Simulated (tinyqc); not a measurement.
Hall effect and magnetoresistance of several carrier groups with constant relaxation times: one step, computed by the program tinyqc.

Group 1 has charge -e and group 2 charge -e; s_i is that sign. B lies along z; mu B is formed with mu in m^2/(V s).

Problem. Back from four measured limits to the two groups. With z_i = s_i mu_i and w_i = s_i n_i the moments M_k = w1 z1^k + w2 z2^k are M_(-1) = (1 + MR_sat) M_0^2/M_1, M_0 = 1/(e R_strong), M_1 = sigma(0)/e, M_2 = R_weak sigma(0)^2/e. The z_i are the roots of z^2 + p z + q with M_2 + p M_1 + q M_0 = 0 and M_1 + p M_0 + q M_(-1) = 0; then w follows from M_0 and M_1. Group 1 is the faster.

Inputs (values chosen for the exercise, for a model conductor): mobility mu1 = 64000 cm^2/(V s); magnetic field B = 6.7 T.

Carriers: two electron groups. Densities: per volume.

R_H at strong field = -53.80611 cm^3/C

sigma at B = 0 = 319.0414 S/cm

R_H at weak field = -163.8303 cm^3/C

saturation MR = 218.9604 %

Constants: e = 1.602176634e-19 C.

Give: p and q; signed mobilities s_i mu_i; densities.

Solution.

p and q: 68300  2.752e+08

signed mobilities s_i mu_i (cm^2/(V s)): -64000  -4300

densities (1/cm^3): 2.500e+16  9.10e+16

Caution: mu B is well above 1, where Landau quantisation, left out here, shows at low temperature.
